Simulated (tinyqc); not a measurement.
# Surface Green function of a two-leg ladder, Sancho-Rubio decimation: effect of the broadening

A semi-infinite lead of cells 0, 1, 2, ... with H0 inside a cell and H1 = <cell i|H|cell i + 1>. One rung (site 1 on leg a, site 2 on leg b) is a cell; all hoppings enter with a minus sign. z = E + i eta.

Start with e_s = e = H0, a = H1, b = H1^dagger. Each round: g = (z - e)^(-1); e_s <- e_s + a g b; e <- e + a g b + b g a; a <- a g a; b <- b g b (all with the old a, b). Round k joins cells 2^k apart. Stop when the largest entry of the matrices a and b is below 1e-12 eV; g_s = (z - e_s)^(-1), bulk (z - e)^(-1), density of states -Im Tr/pi. The last column counts the steps of the plain recursion g <- (z - H0 - H1 g H1^dagger)^(-1), one cell a step from g = (z - H0)^(-1), until no entry changes by more than 1e-8 1/eV.

Values chosen for this exercise: energy E = -7.22 eV.

H0 (eV):

|  | 1 | 2 |
|---|---|---|
| 1 | 0 | -1.9 |
| 2 | -1.9 | -1.12 |

H1 (eV):

|  | 1 | 2 |
|---|---|---|
| 1 | -2.7 | 0 |
| 2 | 0 | -1.83 |

Results:

| eta (eV) | rounds | surface density of states (1/eV) | plain steps |
|---|---|---|---|
| 0.8 | 6 | 0.03484 | 17 |
| 0.3 | 7 | 0.01942 | 23 |
| 0.05 | 7 | 0.003937 | 26 |
| 0.03 | 7 | 0.002376 | 26 |
| 0.01 | 7 | 7.943e-4 | 26 |

Estimate the missing row, eta = 0.1 eV.

Computed row:

| eta (eV) | rounds | surface density of states (1/eV) | plain steps |
|---|---|---|---|
| 0.1 | 7 | 0.007681 | 26 |

With this row back in the table: The rounds go from 6 to 7 and the plain steps from 17 to 26. Outside the bands both counts level off, and the density of states vanishes as eta^(1.00) between the last two rows: it is the Lorentzian tail of states at other energies.

Computed by the program tinyqc: `OMP_NUM_THREADS=1 python tinyqc.py 2680119 2680120 out.jsonl`, one thread of a shared Intel Xeon 2.30GHz, about 0.02 s for the whole run.
